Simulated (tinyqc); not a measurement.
From results back to parameters: configuration-coordinate model of carrier capture at a defect. Two cases, with inputs chosen for the exercise.

Problem. For two parabolas of equal curvature the ionisation peak lies at ET + ER, the emission barrier is (ER + ET)^2/(4 ER), and the standard deviation of the band at T = 0 is sqrt(ER hw). The values come from hidden ET, ER and hw.

Find: ET, ER, hw; capture barrier.

Method. ER is the squared peak energy over four times the emission barrier; ET is the rest, hw = variance/ER, and the capture barrier is the emission barrier less ET.

Case 1.

ionisation peak = 0.5500 eV
emission barrier = 0.378125 eV
standard deviation at T = 0 = 0.086023 eV

Solution.

ET, ER, hw (eV): 0.350  0.200  0.037

capture barrier = 0.028 eV

Case 2.

ionisation peak = 0.8600 eV
emission barrier = 0.234051 eV
standard deviation at T = 0 = 0.088882 eV

Solution.

ET, ER, hw (eV): 0.070  0.790  0.010

capture barrier = 0.164 eV

Computed by tinyqc, one run a case: `OMP_NUM_THREADS=1 python tinyqc.py N N+1 out.jsonl` with N = 1482373, 1482375; one thread of a shared Intel(R) Xeon(R) Processor @ 2.30GHz, about 0.01 s a run at most.
